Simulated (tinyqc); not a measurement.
Inside a calculation. Method: UHF in the 6-31g basis, for H4, spin multiplicity 3. This run ends on a higher stationary point, not on the lowest solution. One step of it, computed by the program tinyqc.

Question. Iteration 2: diagonalisation and new density. Diagonalise F' = X^T F X, C = X C', fill 3 alpha and 1 beta electrons from the bottom; D(s) = C_occ C_occ^T. Each column has its largest component positive (the first on a tie).

F(alpha) (hartree):
```
           1H 1s      1H 2s      2H 1s      2H 2s      3H 1s      3H 2s      4H 1s      4H 2s
1H 1s  -0.217300  -0.605159  -0.472408  -0.491667   0.000152  -0.122997  -0.003621  -0.021363
1H 2s  -0.605159  -0.428217  -0.480034  -0.424368  -0.104224  -0.190021  -0.021366  -0.066468
2H 1s  -0.472408  -0.480034  -0.105170  -0.573089  -0.263982  -0.342566   0.000106  -0.104422
2H 2s  -0.491667  -0.424368  -0.573089  -0.481213  -0.342335  -0.352185  -0.123234  -0.190169
3H 1s   0.000152  -0.104224  -0.263982  -0.342335  -0.104375  -0.572725  -0.473111  -0.480295
3H 2s  -0.122997  -0.190021  -0.342566  -0.352185  -0.572725  -0.480989  -0.491937  -0.424310
4H 1s  -0.003621  -0.021366   0.000106  -0.123234  -0.473111  -0.491937  -0.216880  -0.604908
4H 2s  -0.021363  -0.066468  -0.104422  -0.190169  -0.480295  -0.424310  -0.604908  -0.427919
```

F(beta) (hartree):
```
           1H 1s      1H 2s      2H 1s      2H 2s      3H 1s      3H 2s      4H 1s      4H 2s
1H 1s   0.341015  -0.212435  -0.297936  -0.269954  -0.080988  -0.158846  -0.032680  -0.066445
1H 2s  -0.212435  -0.115213  -0.312757  -0.234839  -0.167697  -0.219100  -0.066559  -0.121217
2H 1s  -0.297936  -0.312757   0.161900  -0.380992  -0.271740  -0.315635  -0.081248  -0.167872
2H 2s  -0.269954  -0.234839  -0.380992  -0.302421  -0.316026  -0.311212  -0.159435  -0.219547
3H 1s  -0.080988  -0.167697  -0.271740  -0.316026   0.160307  -0.382273  -0.299165  -0.314041
3H 2s  -0.158846  -0.219100  -0.315635  -0.311212  -0.382273  -0.303406  -0.271165  -0.235928
4H 1s  -0.032680  -0.066559  -0.081248  -0.159435  -0.299165  -0.271165   0.339738  -0.213634
4H 2s  -0.066445  -0.121217  -0.167872  -0.219547  -0.314041  -0.235928  -0.213634  -0.116397
```

X:
```
               1          2          3          4          5          6          7         8
1H 1s  -0.108338  -0.579139   0.820456   0.509896   0.400004   0.566453   0.276580  0.132498
1H 2s   1.844399   1.345027  -0.750346  -0.423308   0.179233   0.239653   0.288215  0.192015
2H 1s   0.633723   0.570687   0.283425   0.697223  -0.758766  -0.396615   0.200945  0.172677
2H 2s  -3.470157  -1.109882  -0.372936  -0.422006  -0.055281  -0.208937   0.181341  0.252576
3H 1s  -0.634335   0.570060  -0.282133   0.697187   0.760907  -0.393945  -0.200863  0.172801
3H 2s   3.473506  -1.107524   0.372392  -0.422692   0.056085  -0.208465  -0.181098  0.252666
4H 1s   0.108833  -0.579505  -0.819176   0.511300  -0.402460   0.565168  -0.276431  0.132696
4H 2s  -1.847959   1.344705   0.749071  -0.424546  -0.180431   0.238991  -0.287905  0.192220
```

Give: F' = X^T F X; orbital energies; coefficients C; F' = X^T F X; orbital energies; coefficients C; D(alpha) after iteration 2; D(beta) after iteration 2.

Answer.

F' = X^T F X (alpha) (hartree):
```
         1        2        3        4        5        6        7        8
1   0.8676  -0.0002   0.1362  -0.0001  -0.4528  -0.0006   0.0130   0.0000
2  -0.0002   0.9581   0.0003   0.1178   0.0011  -0.5229   0.0000   0.0038
3   0.1362   0.0003   0.8973   0.0000   0.1103   0.0002  -0.0253  -0.0001
4  -0.0001   0.1178   0.0000   0.7803   0.0000   0.0047  -0.0001  -0.2019
5  -0.4528   0.0011   0.1103   0.0000   0.7079   0.0002  -0.0454   0.0002
6  -0.0006  -0.5229   0.0002   0.0047   0.0002   0.0301  -0.0001  -0.0367
7   0.0130   0.0000  -0.0253  -0.0001  -0.0454  -0.0001  -0.6227  -0.0002
8   0.0000   0.0038  -0.0001  -0.2019   0.0002  -0.0367  -0.0002  -0.7188
```

orbital energies (alpha) (hartree): MO1 -0.7472, MO2 -0.6245, MO3 -0.2070, MO4 0.2803, MO5 0.7847, MO6 0.9426, MO7 1.2191, MO8 1.2517

coefficients C (alpha):
```
          MO1      MO2      MO3      MO4      MO5      MO6      MO7      MO8
1H 1s  0.2235  -0.3010   0.2377  -0.0016   0.6717   0.8781   0.6166  -0.2360
1H 2s  0.1516  -0.2830   0.7934   1.4822  -0.6634  -0.5024  -1.0158   1.2283
2H 1s  0.2452  -0.1795  -0.1728  -0.2383   0.4740   0.1190  -0.8425   0.9846
2H 2s  0.1814  -0.1740  -0.6336  -2.1171  -0.2493  -0.7030   1.0544  -2.6683
3H 1s  0.2447   0.1801  -0.1715   0.2386   0.4741  -0.1204  -0.8104  -1.0113
3H 2s  0.1806   0.1745  -0.6296   2.1211  -0.2520   0.7056   0.9657   2.7018
4H 1s  0.2229   0.3013   0.2373   0.0014   0.6715  -0.8768   0.6109   0.2567
4H 2s  0.1511   0.2830   0.7911  -1.4871  -0.6620   0.4994  -0.9767  -1.2619
```

F' = X^T F X (beta) (hartree):
```
         1        2       3        4        5        6        7        8
1   0.9125   0.0000  0.1256  -0.0001  -0.4354  -0.0005   0.0311   0.0000
2   0.0000   1.0362  0.0002   0.0994   0.0010  -0.4887   0.0000   0.0075
3   0.1256   0.0002  1.0071   0.0001   0.1532   0.0004   0.1217   0.0001
4  -0.0001   0.0994  0.0001   0.8854  -0.0004   0.0548   0.0002  -0.0698
5  -0.4354   0.0010  0.1532  -0.0004   0.9222   0.0005   0.0184  -0.0005
6  -0.0005  -0.4887  0.0004   0.0548   0.0005   0.5158   0.0001   0.0966
7   0.0311   0.0000  0.1217   0.0002   0.0184   0.0001  -0.0705   0.0007
8   0.0000   0.0075  0.0001  -0.0698  -0.0005   0.0966   0.0007  -0.4864
```

orbital energies (beta) (hartree): MO1 -0.5025, MO2 -0.0845, MO3 0.2208, MO4 0.4162, MO5 0.8942, MO6 1.0854, MO7 1.3384, MO8 1.3542

coefficients C (beta):
```
          MO1      MO2      MO3      MO4      MO5      MO6      MO7      MO8
1H 1s  0.1197   0.1853   0.1242  -0.0637   0.6252   0.8418  -0.7224  -0.4070
1H 2s  0.0743   0.3221   0.9751   1.5897  -0.4355  -0.1432   0.9877   1.1788
2H 1s  0.2315   0.1644  -0.1053  -0.1768   0.5792   0.3304   0.7887   0.9525
2H 2s  0.3013   0.3005  -0.6566  -2.2478  -0.4124  -1.2826  -0.9447  -2.3156
3H 1s  0.2325  -0.1638  -0.1053   0.1771   0.5802  -0.3292   0.7558  -0.9787
3H 2s  0.3030  -0.2987  -0.6577   2.2493  -0.4195   1.2827  -0.8648   2.3474
4H 1s  0.1207  -0.1852   0.1242   0.0640   0.6267  -0.8396  -0.7090   0.4322
4H 2s  0.0748  -0.3219   0.9758  -1.5921  -0.4337   0.1408   0.9476  -1.2133
```

D(alpha) after iteration 2:
```
         1H 1s    1H 2s    2H 1s    2H 2s    3H 1s    3H 2s    4H 1s    4H 2s
1H 1s   0.1970   0.3077   0.0678  -0.0577  -0.0403  -0.1618   0.0155   0.1367
1H 2s   0.3077   0.7326  -0.0491  -0.4260  -0.1500  -0.5216   0.1368   0.5705
2H 1s   0.0678  -0.0491   0.1222   0.1852   0.0573   0.1218  -0.0404  -0.1504
2H 2s  -0.0577  -0.4260   0.1852   0.4646   0.1217   0.4013  -0.1624  -0.5231
3H 1s  -0.0403  -0.1500   0.0573   0.1217   0.1217   0.1836   0.0681  -0.0477
3H 2s  -0.1618  -0.5216   0.1218   0.4013   0.1836   0.4595  -0.0566  -0.4214
4H 1s   0.0155   0.1368  -0.0404  -0.1624   0.0681  -0.0566   0.1968   0.3067
4H 2s   0.1367   0.5705  -0.1504  -0.5231  -0.0477  -0.4214   0.3067   0.7288
```

D(beta) after iteration 2:
```
        1H 1s   1H 2s   2H 1s   2H 2s   3H 1s   3H 2s   4H 1s   4H 2s
1H 1s  0.0143  0.0089  0.0277  0.0361  0.0278  0.0363  0.0145  0.0090
1H 2s  0.0089  0.0055  0.0172  0.0224  0.0173  0.0225  0.0090  0.0056
2H 1s  0.0277  0.0172  0.0536  0.0698  0.0538  0.0701  0.0279  0.0173
2H 2s  0.0361  0.0224  0.0698  0.0908  0.0701  0.0913  0.0364  0.0226
3H 1s  0.0278  0.0173  0.0538  0.0701  0.0541  0.0704  0.0281  0.0174
3H 2s  0.0363  0.0225  0.0701  0.0913  0.0704  0.0918  0.0366  0.0227
4H 1s  0.0145  0.0090  0.0279  0.0364  0.0281  0.0366  0.0146  0.0090
4H 2s  0.0090  0.0056  0.0173  0.0226  0.0174  0.0227  0.0090  0.0056
```
